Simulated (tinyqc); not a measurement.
Worked calculation: RHF in the 3-21g basis, for H3+, spin multiplicity 1. One step of it, computed by the program tinyqc.

Question. Iteration 1: diagonalisation and new density. A level shift of 0.2 hartree raises the virtual space: F + shift (S - S D(s) S), with D(s) the density of one spin (D/2). Diagonalise F' = X^T F X, C = X C', fill 1 alpha and 1 beta electrons from the bottom; D = 2 C_occ C_occ^T. Each column has its largest component positive (the first on a tie).

Fock matrix F (hartree), lower triangle:
```
           1H 1s      1H 2s      2H 1s      2H 2s      3H 1s      3H 2s
1H 1s  -0.207767
1H 2s  -0.499636  -0.511575
2H 1s  -0.196159  -0.259089  -0.113902
2H 2s  -0.283389  -0.401184  -0.427653  -0.458999
3H 1s  -0.196283  -0.259396  -0.181433  -0.242617  -0.114659
3H 2s  -0.283510  -0.401363  -0.242434  -0.378769  -0.428229  -0.459426
```

X, lower triangle:
```
           1H 1s      1H 2s      2H 1s      2H 2s      3H 1s     3H 2s
1H 1s   1.246799
1H 2s  -0.500725   1.594728
2H 1s   0.031006   0.006822   1.246571
2H 2s   0.009242  -0.351213  -0.498722   1.571569
3H 1s   0.030987   0.006817   0.033361   0.010175   1.246572
3H 2s   0.009223  -0.351405   0.010160  -0.321445  -0.498733  1.571719
```

D at the start, lower triangle:
```
           1H 1s      1H 2s      2H 1s      2H 2s      3H 1s     3H 2s
1H 1s   0.801928
1H 2s  -0.473301   0.279344
2H 1s   1.033120  -0.609751   1.330965
2H 2s  -0.791444   0.467113  -1.019613   0.781096
3H 1s   1.031511  -0.608801   1.328891  -1.018025   1.326821
3H 2s  -0.789280   0.465836  -1.016826   0.778961  -1.015242  0.776831
```

overlap S, lower triangle:
```
          1H 1s     1H 2s     2H 1s     2H 2s     3H 1s     3H 2s
1H 1s  1.000000
1H 2s  0.645899  1.000000
2H 1s  0.087509  0.280839  1.000000
2H 2s  0.280839  0.603768  0.645899  1.000000
3H 1s  0.087599  0.280942  0.074567  0.265208  1.000000
3H 2s  0.280942  0.603902  0.265208  0.583167  0.645899  1.000000
```

Give: F' = X^T F X; orbital energies; coefficients C; D after iteration 1.

Answer.

F' = X^T F X (hartree), lower triangle:
```
         1        2        3        4        5       6
1   0.3238
2  -0.4618   0.1178
3  -0.1171   0.0084   0.3759
4   0.0038  -0.1479  -0.4060   0.1295
5  -0.1170   0.0082  -0.1312   0.0316   0.3755
6   0.0037  -0.1478   0.0316  -0.1569  -0.4065  0.1294
```

orbital energies (hartree): MO1 -0.4578, MO2 -0.0858, MO3 -0.0549, MO4 0.3900, MO5 0.8123, MO6 0.8482

coefficients C:
```
          MO1      MO2      MO3      MO4      MO5      MO6
1H 1s  0.2569   0.2970  -0.0015   0.7073  -1.0737   0.0025
1H 2s  0.3531   0.9223  -0.0045  -0.4785   1.3552  -0.0030
2H 1s  0.1778  -0.1475   0.2442   0.8144   0.4701  -0.8987
2H 2s  0.2165  -0.5329   0.8378  -0.5443  -0.6239   1.1078
3H 1s  0.1783  -0.1503  -0.2428   0.8138   0.4741   0.8970
3H 2s  0.2174  -0.5417  -0.8315  -0.5442  -0.6290  -1.1055
```

D after iteration 1, lower triangle:
```
        1H 1s   1H 2s   2H 1s   2H 2s   3H 1s   3H 2s
1H 1s  0.1320
1H 2s  0.1814  0.2494
2H 1s  0.0913  0.1256  0.0632
2H 2s  0.1112  0.1529  0.0770  0.0937
3H 1s  0.0916  0.1259  0.0634  0.0772  0.0636
3H 2s  0.1117  0.1535  0.0773  0.0941  0.0775  0.0945
```
